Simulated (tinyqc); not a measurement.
Keating valence-force model of a tetrahedral crystal. Changing the temperature T. Computed by tinyqc, a small Python program. Command: `OMP_NUM_THREADS=1 python tinyqc.py 3012938 3012939 out.jsonl keating sweep`. One thread of a shared host (Intel(R) Xeon(R) Processor @ 2.30GHz), about 0.06 s of CPU time with the checks.

Atom A sits at 0 and atom B at a/4 (1,1,1) of an fcc lattice; the four bonds from A are t = a/4 (1,1,1), a/4 (1,-1,-1), a/4 (-1,1,-1), a/4 (-1,-1,1), of length d = sqrt(3) a/4. Energy: E = (3 alpha/(8 d^2)) sum over bonds (r.r - d^2)^2 + (3 beta/(8 d^2)) sum over pairs of bonds at one atom (r_i.r_j + d^2/3)^2; both atoms have the mass M. The cell holds two atoms, Omega = a^3/4. 1 N/m = 1 J/m^2. With constants fitted to the elastic moduli this model puts optical and zone-boundary frequencies of real crystals too high, by up to about 20 % in elemental crystals and up to about 50 % in compounds, and mostly by more for TA modes; in compounds the lattice part of the static dielectric constant then comes out too low.

Inputs (values chosen for the exercise, modelled on silicon):

| quantity | value | unit |
|---|---|---|
| atomic mass M | 28.086 | u |
| bond stretching alpha | 46.6 | N/m |
| bond bending beta | 13.9 | N/m |
| mesh divisions n | 4 | - |

Structure: diamond.

Constants: nu for 1 eV/(angstrom^2 u) = 15.6333042 THz; 1 eV/angstrom^2 = 16.02176634 J/m^2; h x 1 THz = 4.135667696 meV; k_B = 8.617333262e-05 eV/K.

Method:
- With displacements u exp(i q.r), each bracket changes by g.u, where g = (g_A, g_B): bond t, g = (-2 t, 2 t exp(i q.t)); pair (i, j) at A, g = (-(t_i + t_j), t_i exp(i q.t_j) + t_j exp(i q.t_i)); pair at B, g = (-t_i exp(-i q.t_j) - t_j exp(-i q.t_i), t_i + t_j). Then D_mn = sum over the 4 bonds and 12 pairs of (4 k/a^2) conj(g_m) g_n / sqrt(M_m M_n), with k = alpha or beta converted to eV/angstrom^2.
- An eigenvalue lambda of D in eV/(angstrom^2 u) gives nu = 15.6333042 THz x sqrt(lambda).
- Mesh: q = sum_i (m_i + 1/2)/n b_i, m_i = 0..n-1, with b = [[-1, 1, 1], [1, -1, 1], [1, 1, -1]] in 2 pi/a; sums over the six modes are averaged over the n^3 points and halved, per atom.
- With x = h nu/(k_B T) and n = 1/(exp(x) - 1) for each mode: F = k_B T [x/2 + ln(1 - exp(-x))], U = k_B T x (n + 1/2), S/k_B = x n - ln(1 - exp(-x)), C/k_B = x^2 n (n + 1).
- The acoustic share counts the three lowest modes at each q; zero-point energy = sum h nu/2.

One run for each value:

| temperature T (K) | heat capacity C (k_B/atom) | acoustic share of C | entropy S (k_B/atom) | free energy F (meV/atom) |
|---|---|---|---|---|
| 60 | 0.224 | 0.9902 | 0.076 | 68.7 |
| 84 | 0.482 | 0.9440 | 0.190 | 68.5 |
| 120 | 0.914 | 0.8331 | 0.434 | 67.5 |
| 170 | 1.464 | 0.7084 | 0.846 | 64.8 |
| 230 | 1.941 | 0.6257 | 1.362 | 59.1 |
| 330 | 2.390 | 0.5646 | 2.149 | 43.8 |
| 460 | 2.657 | 0.5341 | 2.991 | 14.9 |
| 640 | 2.815 | 0.5178 | 3.897 | -38.9 |
| 900 | 2.904 | 0.5091 | 4.873 | -137.7 |

Over the rows, heat capacity C (k_B/atom) rises from 0.224 to 2.90 (exponent d ln y / d ln x 2.3 between the first rows and 0.092 between the last); acoustic share of C falls from 0.990 to 0.509 (exponent d ln y / d ln x -0.14 between the first rows and -0.050 between the last); entropy S (k_B/atom) rises from 0.0755 to 4.87 (exponent d ln y / d ln x 2.7 between the first rows and 0.66 between the last). The acoustic share tends to one half in the classical limit; here it ends at 0.509.

Extremes, crossings and ranges named in words are read from the listed rows.
